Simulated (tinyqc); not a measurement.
Worked calculation: Hubbard chain of 4 sites. One step of it, computed by the program tinyqc.

Task: The many-body Hamiltonian. Basis: all placements (u, d, 2, 0 on each site), up operators ordered before down ones; hops carry the sign of the same-spin electrons passed.

one-body matrix (hopping and site energies) (eV):
```
           1          2          3          4
1   0.180000  -1.130000   0.000000   0.000000
2  -1.130000  -0.060000  -1.130000   0.000000
3   0.000000  -1.130000  -0.620000  -1.130000
4   0.000000   0.000000  -1.130000  -0.790000
```

U = 7.200000 eV

electrons, up and down: 1  1

Give: H.

Result:

H (eV):
```
         2000     ud00     u0d0     u00d     du00     0200     0ud0     0u0d
2000   7.5600  -1.1300   0.0000   0.0000  -1.1300   0.0000   0.0000   0.0000
ud00  -1.1300   0.1200  -1.1300   0.0000   0.0000  -1.1300   0.0000   0.0000
u0d0   0.0000  -1.1300  -0.4400  -1.1300   0.0000   0.0000  -1.1300   0.0000
u00d   0.0000   0.0000  -1.1300  -0.6100   0.0000   0.0000   0.0000  -1.1300
du00  -1.1300   0.0000   0.0000   0.0000   0.1200  -1.1300   0.0000   0.0000
0200   0.0000  -1.1300   0.0000   0.0000  -1.1300   7.0800  -1.1300   0.0000
0ud0   0.0000   0.0000  -1.1300   0.0000   0.0000  -1.1300  -0.6800  -1.1300
0u0d   0.0000   0.0000   0.0000  -1.1300   0.0000   0.0000  -1.1300  -0.8500
d0u0   0.0000   0.0000   0.0000   0.0000  -1.1300   0.0000   0.0000   0.0000
0du0   0.0000   0.0000   0.0000   0.0000   0.0000  -1.1300   0.0000   0.0000
0020   0.0000   0.0000   0.0000   0.0000   0.0000   0.0000  -1.1300   0.0000
00ud   0.0000   0.0000   0.0000   0.0000   0.0000   0.0000   0.0000  -1.1300
d00u   0.0000   0.0000   0.0000   0.0000   0.0000   0.0000   0.0000   0.0000
0d0u   0.0000   0.0000   0.0000   0.0000   0.0000   0.0000   0.0000   0.0000
00du   0.0000   0.0000   0.0000   0.0000   0.0000   0.0000   0.0000   0.0000
0002   0.0000   0.0000   0.0000   0.0000   0.0000   0.0000   0.0000   0.0000

         d0u0     0du0     0020     00ud     d00u     0d0u     00du     0002
2000   0.0000   0.0000   0.0000   0.0000   0.0000   0.0000   0.0000   0.0000
ud00   0.0000   0.0000   0.0000   0.0000   0.0000   0.0000   0.0000   0.0000
u0d0   0.0000   0.0000   0.0000   0.0000   0.0000   0.0000   0.0000   0.0000
u00d   0.0000   0.0000   0.0000   0.0000   0.0000   0.0000   0.0000   0.0000
du00  -1.1300   0.0000   0.0000   0.0000   0.0000   0.0000   0.0000   0.0000
0200   0.0000  -1.1300   0.0000   0.0000   0.0000   0.0000   0.0000   0.0000
0ud0   0.0000   0.0000  -1.1300   0.0000   0.0000   0.0000   0.0000   0.0000
0u0d   0.0000   0.0000   0.0000  -1.1300   0.0000   0.0000   0.0000   0.0000
d0u0  -0.4400  -1.1300   0.0000   0.0000  -1.1300   0.0000   0.0000   0.0000
0du0  -1.1300  -0.6800  -1.1300   0.0000   0.0000  -1.1300   0.0000   0.0000
0020   0.0000  -1.1300   5.9600  -1.1300   0.0000   0.0000  -1.1300   0.0000
00ud   0.0000   0.0000  -1.1300  -1.4100   0.0000   0.0000   0.0000  -1.1300
d00u  -1.1300   0.0000   0.0000   0.0000  -0.6100  -1.1300   0.0000   0.0000
0d0u   0.0000  -1.1300   0.0000   0.0000  -1.1300  -0.8500  -1.1300   0.0000
00du   0.0000   0.0000  -1.1300   0.0000   0.0000  -1.1300  -1.4100  -1.1300
0002   0.0000   0.0000   0.0000  -1.1300   0.0000   0.0000  -1.1300   5.6200
```
